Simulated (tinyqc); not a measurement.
## Hall measurement with a parallel conducting layer

Two layers in parallel, unit Hall factors, low field: 1/Rs = q (ns mu + n2 m2); apparent mobility (ns mu^2 + sg n2 m2^2)/(ns mu + n2 m2); apparent density (ns mu + n2 m2)^2/(ns mu^2 + sg n2 m2^2); a negative value means the sign of the second layer.

Parameters, values chosen for the exercise:
- ns = 1.8e14 cm^-2 (sheet density of the layer)
- mu = 83 cm^2/(V s) (drift mobility)
- m2 = 2500 cm^2/(V s) (mobility of the parallel layer)
- sg = 1 (sign of its carriers relative to the first layer)

Constants: q = 1.602176634e-19 C. Results are converted to the units shown.

Hall measurement with a parallel conducting layer:
```
n2 (cm^-2)	Rs (ohm/square)	apparent density (cm^-2)	apparent mobility (cm^2/(V s))	share of the conductance in layer 2 (%)
6e11	379.65	5.4163e13	303.53	9.1241
2e12	313.01	2.8938e13	689.07	25.075
1e13	156.27	2.5027e13	1595.9	62.594
4e13	54.302	5.2584e13	2185.8	87.002
2e14	12.121	2.1192e14	2429.9	97.099
7e14	3.5364	7.1180e14	2479.5	99.154
3e15	0.83055	3.0118e15	2495.2	99.801
1e16	0.24951	1.0012e16	2498.6	99.940
5e16	0.049926	5.0012e16	2499.7	99.988
```

What does the table show?

The apparent mobility rises from 304 to 2500 cm^2/(V s), between mu = 83 and sg m2 = 2500. The apparent density never exceeds ns + n2; among the rows it falls to 0.132 of that sum, at n2 = 1e13.

Numbers from tinyqc (`OMP_NUM_THREADS=1 python tinyqc.py 2850131 2850132 out.jsonl`; about 0.01 s on one thread of a shared Intel Xeon 2.30GHz).
